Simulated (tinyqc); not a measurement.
Plane-wave Kohn-Sham cycle with exchange-only LDA in a layered model solid, step by step. Computed by tinyqc, a small Python program that keeps every step. Settings: points = 16, plane-wave index or count = 2, electrons = 2, k points = 1, area = 22.0, mixing = 0.1, iteration cap = 70. Command: `OMP_NUM_THREADS=1 python tinyqc.py 29534 29535 out.jsonl` (the two numbers bound the seeds that draw the settings). One thread of a shared host (Intel(R) Xeon(R) Processor @ 2.60GHz), about 0.01 s of CPU time with the checks. Later iterations appear only in the table of the cycle.

## Iteration 1: potential

A solid whose potential varies along x alone (atomic units):
```
parameter                      value
period a                   14.200000
cross-section of the cell  22.000000
electrons per cell                 2
grid points                       16
plane waves -n..n, n               2
k points                           1
V1 in V1 cos(2 pi x/a)     -0.700000
```

density at the start, on the grid x_j = j a/N (e/bohr^3): [0.00640205, 0.00640205, 0.00640205, 0.00640205, 0.00640205, 0.00640205, 0.00640205, 0.00640205, 0.00640205, 0.00640205, 0.00640205, 0.00640205, 0.00640205, 0.00640205, 0.00640205, 0.00640205]

V_H(G) = 4 pi rho(G)/G^2 for G != 0 (uniform background); v_x = -(3 rho/pi)^(1/3); V = V_ext + V_H + v_x; Fourier components f(G_m) = (1/N) sum_j f(x_j) exp(-i G_m x_j).

Potentials on the grid (hartree):
```
x              V_ext       V_H        v_x          V
0.000000   -0.700000  0.000000  -0.182851  -0.882851
0.887500   -0.646716  0.000000  -0.182851  -0.829566
1.775000   -0.494975  0.000000  -0.182851  -0.677826
2.662500   -0.267878  0.000000  -0.182851  -0.450729
3.550000           0  0.000000  -0.182851  -0.182851
4.437500    0.267878  0.000000  -0.182851   0.085028
5.325000    0.494975  0.000000  -0.182851   0.312124
6.212500    0.646716  0.000000  -0.182851   0.463865
7.100000    0.700000  0.000000  -0.182851   0.517149
7.987500    0.646716  0.000000  -0.182851   0.463865
8.875000    0.494975  0.000000  -0.182851   0.312124
9.762500    0.267878  0.000000  -0.182851   0.085028
10.650000          0  0.000000  -0.182851  -0.182851
11.537500  -0.267878  0.000000  -0.182851  -0.450729
12.425000  -0.494975  0.000000  -0.182851  -0.677826
13.312500  -0.646716  0.000000  -0.182851  -0.829566
```

V(G_m), m = 0, 1, 2, ... (hartree): [-0.182851, -0.350000, 0.000000, 0.000000, 0.000000]

## Iteration 1: Hamiltonian at one k

k = 0.000000 2 pi / a

H(m,m') = (k + G_m)^2/2 delta + V(G_m - G_m'), with V(-G) = V(G).

H (hartree), order -2, -1, +0, +1, +2:
```
[[0.208723, -0.350000, 0.000000, 0.000000, 0.000000],
 [-0.350000, -0.084957, -0.350000, 0.000000, 0.000000],
 [0.000000, -0.350000, -0.182851, -0.350000, 0.000000],
 [0.000000, 0.000000, -0.350000, -0.084957, -0.350000],
 [0.000000, 0.000000, 0.000000, -0.350000, 0.208723]]
```

## Iteration 1: levels at that k

Diagonalise the Hermitian matrix.

eigenvalues (hartree): [-0.696867, -0.317672, 0.063733, 0.441438, 0.574049]

## Iteration 1: new density

Motion across x is left out: the lowest 1 band(s) hold two electrons at each of the k points (j + 1/2)/nk - 1/2. Residual R = rho(out) - rho(in); rho(new) = rho(in) + 0.1 R. rho(out) = 2/(a A nk) sum |psi|^2 with psi = sum c exp(i G x). Harris energy E = band energy - dV sum rho (V_H/2 + v_x) + (3/4) dV sum rho v_x with rho(in), dV = a A/N, band energy = (2/nk) sum of the filled levels.

rho(out) (e/bohr^3): [0.02635322, 0.02174767, 0.01187887, 0.00385102, 0.00053448, 0.00000384, 0.00000423, 0.00000567, 0.00002801, 0.00000567, 0.00000423, 0.00000384, 0.00053448, 0.00385102, 0.01187887, 0.02174767]

density after iteration 1 (e/bohr^3): [0.00839717, 0.00793661, 0.00694973, 0.00614695, 0.00581529, 0.00576223, 0.00576227, 0.00576241, 0.00576464, 0.00576241, 0.00576227, 0.00576223, 0.00581529, 0.00614695, 0.00694973, 0.00793661]

energy per cell = -1.30230871 hartree

## Iteration 2: potential

As before.

Potentials on the grid (hartree):
```
x              V_ext        V_H        v_x          V
0.000000   -0.700000   0.081226  -0.200156  -0.818930
0.887500   -0.646716   0.071752  -0.196427  -0.771391
1.775000   -0.494975   0.047537  -0.187923  -0.635361
2.662500   -0.267878   0.017727  -0.180389  -0.430540
3.550000           0  -0.009969  -0.177085  -0.187054
4.437500    0.267878  -0.032087  -0.176544   0.059247
5.325000    0.494975  -0.047906  -0.176545   0.270524
6.212500    0.646716  -0.057392  -0.176546   0.412778
7.100000    0.700000  -0.060549  -0.176569   0.462882
7.987500    0.646716  -0.057392  -0.176546   0.412778
8.875000    0.494975  -0.047906  -0.176545   0.270524
9.762500    0.267878  -0.032087  -0.176544   0.059247
10.650000          0  -0.009969  -0.177085  -0.187054
11.537500  -0.267878   0.017727  -0.180389  -0.430540
12.425000  -0.494975   0.047537  -0.187923  -0.635361
13.312500  -0.646716   0.071752  -0.196427  -0.771391
```

V(G_m), m = 0, 1, 2, ... (hartree): [-0.182478, -0.320366, 0.002250, -0.000126, -0.000030]

## Iteration 2: Hamiltonian at one k

k = 0.000000 2 pi / a

As before.

H (hartree), order -2, -1, +0, +1, +2:
```
[[0.209096, -0.320366, 0.002250, -0.000126, -0.000030],
 [-0.320366, -0.084584, -0.320366, 0.002250, -0.000126],
 [0.002250, -0.320366, -0.182478, -0.320366, 0.002250],
 [-0.000126, 0.002250, -0.320366, -0.084584, -0.320366],
 [-0.000030, -0.000126, 0.002250, -0.320366, 0.209096]]
```

## Iteration 2: levels at that k

As before.

eigenvalues (hartree): [-0.644560, -0.291631, 0.058859, 0.413923, 0.529953]

## Iteration 2: new density

As before.

rho(out) (e/bohr^3): [0.02602422, 0.02156623, 0.01195757, 0.00402339, 0.00062478, 0.00001289, 0.00000149, 0.00000570, 0.00002450, 0.00000570, 0.00000149, 0.00001289, 0.00062478, 0.00402339, 0.01195757, 0.02156623]

density after iteration 2 (e/bohr^3): [0.01015987, 0.00929957, 0.00745051, 0.00593459, 0.00529624, 0.00518729, 0.00518619, 0.00518674, 0.00519063, 0.00518674, 0.00518619, 0.00518729, 0.00529624, 0.00593459, 0.00745051, 0.00929957]

energy per cell = -1.20366406 hartree

## Convergence

Stop when sqrt(dV sum R^2) is below 1e-8, dV = a A/N.

Course of the cycle:
```
iteration  E (hartree)  norm of the residual
1          -1.30230871              1.59e-01
2          -1.20366406              1.42e-01
3          -1.12372015              1.26e-01
4          -1.05964074              1.11e-01
5          -1.00871782              9.80e-02
6          -0.96856714              8.60e-02
7          -0.93715544              7.53e-02
8          -0.91277628              6.56e-02
9          -0.89401159              5.69e-02
10         -0.87969209              4.92e-02
11         -0.86886088              4.23e-02
...                ...                   ...
60         -0.83918416              2.41e-04
61         -0.83918428              2.18e-04
62         -0.83918438              1.97e-04
63         -0.83918445              1.78e-04
64         -0.83918452              1.61e-04
65         -0.83918457              1.46e-04
66         -0.83918462              1.32e-04
67         -0.83918465              1.19e-04
68         -0.83918468              1.08e-04
69         -0.83918471              9.73e-05
70         -0.83918473              8.79e-05
```

Not converged within 70 iterations: the residual falls steadily but slowly, by a factor of about 0.90 a step. Reruns (cap 100 unless said): mixing 0.5, Kerker q0 1.0: not converged; mixing 0.3, Pulay depth 5: converged in 13 (E = -0.83918); the original settings with a cap of 400: converged in 160 (E = -0.83918).
